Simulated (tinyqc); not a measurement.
Gap and screening length from two transmissions.

Question. At the source junction of a tunnel FET, T(w) = exp(-S), S = 2 pi lam sqrt(m/(C Eg)) [w + Eg/2 - sqrt(w (w + Eg))], C = hbar^2/(2 m0). Find Eg (between 0.1 and 3 eV) and lam.

Inputs (values chosen for the exercise):
- m = 0.04 m0 (band-edge mass of the two-band model)

Constants: q = 1.602176634e-19 C, hbar = 1.054571817e-34 J s, m0 = 9.1093837015e-31 kg, hbar^2/(2 m0) = 0.0380998212 eV nm^2. Results are converted to the units shown.

T(w) at w = 0.08 and 0.49 eV: 0.0014231515  0.065979586

Solution. The ratio of the two exponents depends on Eg alone and falls steadily with it, which fixes Eg; either exponent then gives lam.

ratio of the two S = 2.41
Eg = 0.654 eV
lam = 5.00 nm

Numbers from tinyqc (`OMP_NUM_THREADS=1 python tinyqc.py 2620047 2620048 out.jsonl`; about 0.01 s on one thread of a shared Intel Xeon 2.30GHz).
